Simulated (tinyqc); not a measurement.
Round or elliptic silicon nanowire with anisotropic valleys (Ritz method), step by step. Values are carried at full precision from step to step, so a last printed digit may differ when a step is redone from the rounded ones.

Wire along x = [100] on a (001) wafer, y = [010], z = [001]. Valley groups, two valleys each (w = inverse masses): A, axis along z: w_y = 1/mt, w_z = 1/ml, m_x = mt; B, axis along y: w_y = 1/ml, w_z = 1/mt, m_x = mt; C, axis along x: w_y = w_z = 1/mt, m_x = ml.

Constants: hbar^2/2m0 = 3.80998211 eV angstrom^2; kB = 8.617333262e-05 eV/K.

Inputs chosen for the exercise (near those of a Si nanowire; not measured data):
```
symbol  value  unit      meaning
ml      0.903  m0        longitudinal mass
mt      0.193  m0        transverse mass
a       42     angstrom  semi-axis along y
b       42     angstrom  semi-axis along z
group   A                valley group worked out
T       300    K         temperature
```

## Stretching the ellipse

Scaling y by 1/sqrt(w_y) and z by 1/sqrt(w_z) makes the mass 1 and the semi-axes A = a/sqrt(w_y), B = b/sqrt(w_z). List them with the one-function estimate 3c (1/A^2 + 1/B^2) and the slender limit c (pi/2s)^2 (1 + 2s/(pi l)), s and l the smaller and larger of A, B; c = hbar^2/2m0.

Groups:
```
group  g      A      B  axis ratio  one function (eV)  slender limit (eV)
A      2  18.45  39.91       2.163             0.0407              0.0357
B      2  39.91  18.45       2.163             0.0407              0.0357
C      2  18.45  18.45       1.000             0.0671              0.0452
```

The one-function value suits axis ratios near 1 and the slender limit ratios well above 2.

## Matrices of three even functions

Hard wall on the ellipse (y/a)^2 + (z/b)^2 = 1, c = hbar^2/2m0. With u = y/a, v = z/b the operator is -c [(w_y/a^2) d2/du2 + (w_z/b^2) d2/dv2] on the unit disc. Basis (1 - u^2 - v^2) u^i v^j; S, X and Y are the disc integrals of f f', (df/du)(df'/du) and (df/dv)(df'/dv), from the integral of u^p v^q = 2 Gamma((p+1)/2) Gamma((q+1)/2)/((p + q + 2) Gamma((p+q+2)/2)) for even p, q; H = c (w_y X/a^2 + w_z Y/b^2).

Basis 1, u^2, v^2 times (1 - u^2 - v^2); form S and H for the chosen group.

S, rows 1, u^2, v^2 and columns alike:
```
[[1.047198, 0.130900, 0.130900],
 [0.130900, 0.039270, 0.013090],
 [0.130900, 0.013090, 0.039270]]
```

H (meV), rows 1, u^2, v^2 and columns alike:
```
[[42.6717, 7.1119, 7.1119],
 [7.1119, 8.5265, 0.8890],
 [7.1119, 0.8890, 3.9194]]
```

## Lowest level in this basis

Solve H p = E S p for the wire level; give E, the ratios p2/p1 and p3/p1, and H11/S11.

E = 38.7 meV

ratios: [-0.25, -0.81]

one function = 40.7 meV

The two added functions lower the level by 2.1 meV (5.1 %), mostly by narrowing the state along v, the direction in which the stretched ellipse is long.

## Subbands

Converged values use 21 functions of each parity class (e or o in u, then in v).

The nine lowest levels of all groups and parity classes.

Subbands:
```
group, parity  g  m_x (m0)  E (eV)
A ee           2    0.1930  0.0386
B ee           2    0.1930  0.0386
C ee           2    0.9030  0.0647
A eo           2    0.1930  0.0655
B oe           2    0.1930  0.0655
A ee           2    0.1930  0.1022
B ee           2    0.1930  0.1022
A oe           2    0.1930  0.1294
B eo           2    0.1930  0.1294
```

At 300 K and without degeneracy the populations go as g sqrt(m_x) exp(-E/kB T): among these nine the lowest level, shared by A ee and B ee, holds 54 % and the light transport mass mt 79 % of the electrons.

## Checks

- Circle of radius a with both masses mt against c (2.404826/R)^2/m, eV: both 0.0647.

Program tinyqc; command `OMP_NUM_THREADS=1 python tinyqc.py 1250967 1250968 out.jsonl`; about 0.04 s on one thread of a shared Intel(R) Xeon(R) Processor @ 2.30GHz.
